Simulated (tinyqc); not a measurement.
Worked calculation: k.p values derived from sp3s* tight binding at Gamma. Values are carried at full precision from step to step, so a last printed digit may differ when a step is redone from the rounded ones.

At Gamma the states are two-level mixtures: s-like S+ (upper) and S- (lower) from [[Esa, Vss], [Vss, Esc]], p-like P- (valence) and P+ from [[Epa, Vxx], [Vxx, Epc]], and the bare s* levels. With real k in 1/angstrom and kz = 0, the phase sums over the four bonds are g0 = 1 - (a k/4)^2/2, g1 = i a kx/4, g3 = -(a/4)^2 kx ky to second order. Each mixture is written (anion, cation) with the anion part positive. c = hbar^2/2m0. No spin-orbit coupling.

Constants: hbar^2/2m0 = 3.80998211 eV angstrom^2.

Parameters, chosen for this exercise (near a published set for SiC, fitted to gaps, whose masses and valley positions are rough; not measured data): Esa = -8.338 eV (s level of the anion); Esc = -4.804 eV (s level of the cation); Epa = 2.112 eV (p level of the anion); Epc = 4.381 eV (p level of the cation); Vss = -12.51 eV (s-s); Vxx = 3.012 eV (px-px); a = 4.359 angstrom (lattice constant); Vsapc = 9.599 eV (s anion, p cation); Vscpa = 9.333 eV (s cation, p anion); Vxapc = 8.718 eV (s* anion, p cation); Vpaxc = 4.397 eV (p anion, s* cation); Exa = 9.773 eV (s* level of the anion); Exc = 9.361 eV (s* level of the cation); Vxy = 6.005 eV (px-py).

## States at Gamma

Solve the two blocks.

States:
```
state    E (eV)  anion part  cation part
S-     -19.2052     0.75494      0.65580
P-       0.0279     0.82234     -0.56900
S+       6.0632     0.65580     -0.75494
P+       6.4651     0.56900      0.82234
```

## Linear terms and the Kane energy

<s state|dH/dkx|x state> = i P with P = (a/4)(sa pc Vsapc + sc pa Vscpa), sa, sc and pa, pc being the parts of the two states; for s* on the anion P = (a/4) pc Vxapc, on the cation (a/4) pa Vpaxc. Ep = P^2/c for S+ to P-.

Couplings:
```
pair       P (eV angstrom)  E(first) - E(second) (eV)
S+ to P-          -10.2174                     6.0353
S+ to P+            1.2724                    -0.4019
S- to P-            0.9915                   -19.2331
s*a to P-          -5.4057                     9.7451
s*c to P-           3.9403                     9.3331
```

Ep = 27.400 eV

The two terms of S+ to P- have the same sign and add: S+ and P- both change sign from anion to cation. An on-site momentum element between s and p, which real atoms have, is absent from this model.

## Electron mass

m0/m = [<S+|d2H/dkx^2|S+>/2 + sum P^2/(E(S+) - E(P))]/c over P- and P+, with the direct term -(a/4)^2 sa sc Vss.

parts of m0/m: direct -1.930, from P- 4.540, from P+ -1.057

mass = 0.6442 m0

The valence band supplies 292 % of m0/m; the direct term, which stands in for the free-electron 1, is -1.93. S+ is not the lowest valley of SiC; this is the mass of the Gamma level.

## Valence parameters L, M, N and the Luttinger values

Direct terms d0 = -(a/4)^2 pa pc Vxx, dN = -2 (a/4)^2 pa pc Vxy for P-. F = sum P^2/(E(P-) - E(s)) over S+, S-, s*a, s*c. The y state of P- couples to the z state of P+ through Q = (a/4) Vxy (pa p'c - pc p'a), primes for P+, and H1 = Q^2/(E(P-) - E(P+)). L = d0 + F, M = d0 + H1, N = dN + F + H1; g1 = -(L + 2M)/(3c), g2 = -(L - M)/(6c), g3 = -N/(6c).

d0, dN, F, Q, H1 (eV angstrom^2; Q in eV angstrom): 1.6737  6.6736  -21.9086  6.5439  -6.6525

L, M, N (eV angstrom^2): -20.235  -4.979  -21.888

g1, g2, g3: 2.642  0.667  0.957

Along [100] the masses without spin-orbit coupling are c/|L| = 0.188 (one band) and c/|M| = 0.765 (two bands).

## Checks

- Electron mass against a finite difference of the full bands: both 0.6442.
- L and M against finite differences along [100]: largest relative difference 2.5e-06.
- Lowest curvature along [111], (L + 2M + 2N)/3, against a finite difference: both -24.656.

(tinyqc, `OMP_NUM_THREADS=1 python tinyqc.py 1452515 1452516 out.jsonl`, Intel(R) Xeon(R) Processor @ 2.30GHz, 1 thread, shared host, about 0.01 s.)
